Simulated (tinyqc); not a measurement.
# Worked calculation: capacitance measurement on a leaky thin oxide: effects of series resistance and leakage

Computed by the program tinyqc: `OMP_NUM_THREADS=1 python tinyqc.py 2022172 2022173 out.jsonl`, one thread of a shared Intel Xeon 2.30GHz, about 0.01 s for the whole run. Printed values are rounded.

The device is a capacitance C in parallel with a leakage conductance G, in series with Rs and Ls. An impedance meter reports either a parallel pair (Cp, Gp) from Y = 1/Z = Gp + i w Cp or a series pair (Cs, Rm) from Z = Rm + 1/(i w Cs); w = 2 pi f, dissipation D = Gp/(w |Cp|).

Inputs (values chosen for the exercise); values of the order met in thin-oxide MOS capacitors: relative permittivity of the gate insulator (close to zirconium oxide) eox = 25.7; insulator thickness tox = 7.2 nm; gate area A = 2500 um^2; oxide-equivalent thickness added by the accumulation layer zc = 0.59 nm; oxide-equivalent thickness added by gate depletion zp = 0 nm; gate leakage current density, not matched to the thickness Jg = 0.0001 A/cm^2; voltage for an e-fold rise of the leakage Vs = 0.3 V; series resistance Rs = 460 ohm; series inductance Ls = 0 nH; measuring frequency f = 1e5 Hz.

Constants: eps0 = 8.8541878128e-14 F/cm where lengths are in cm. Results are converted to the units shown.

## True capacitance and conductance

EOT = 3.9 tox/eox; CET = EOT + zc + zp; C = 3.9 eps0 A/CET; G = Jg A/Vs.

EOT = 1.09261 nm
CET = 1.68261 nm
C = 51.3063 pF
G = 0.00833333 uS

## What the meter reports

Z = Rs + i w Ls + 1/(G + i w C).

Z = (0.04680-3.10205i) x 1e4 ohm
Cp = 51.2946 pF
Gp = 0.486257 uS
Cs = 51.3063 pF
D = 0.0150874

Cp is 0.023 % below C and Cs is within 0.01 % of it; G Rs = 3.83e-6, w C Rs = 0.0148 and G/(w C) = 2.59e-4.
